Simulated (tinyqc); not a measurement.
Inside a calculation. Method: Hubbard ring of 4 sites. One step of it, computed by the program tinyqc.

Task: Mean-field iteration 3. H(up) = T + U n(down), H(down) = T + U n(up); fill the lowest levels; n(new) = n + mixing (n(out) - n); E = tr T (rho up + rho down) + U sum n_up n_down of the output.

one-body matrix (hopping and site energies) (eV):
```
           1          2          3          4
1   0.000000  -1.880000   0.000000  -1.880000
2  -1.880000   0.000000  -1.880000   0.000000
3   0.000000  -1.880000   0.000000  -1.880000
4  -1.880000   0.000000  -1.880000   0.000000
```

U = 8.400000 eV

electrons, up and down: 2  2

mixing = 1

n(up) after iteration 2: 1 0.881813, 2 0.118187, 3 0.881813, 4 0.118187

n(down) after iteration 2: 1 0.118187, 2 0.881813, 3 0.118187, 4 0.881813

Give: levels, up; levels, down; energy; n(up) after iteration 3; n(down) after iteration 3.

Result:

levels, up (eV): -0.7421  0.9928  7.4072  9.1421

levels, down (eV): -0.7421  0.9928  7.4072  9.1421

energy = -3.0314 eV

n(up) after iteration 3: 1 0.9122, 2 0.0878, 3 0.9122, 4 0.0878

n(down) after iteration 3: 1 0.0878, 2 0.9122, 3 0.0878, 4 0.9122
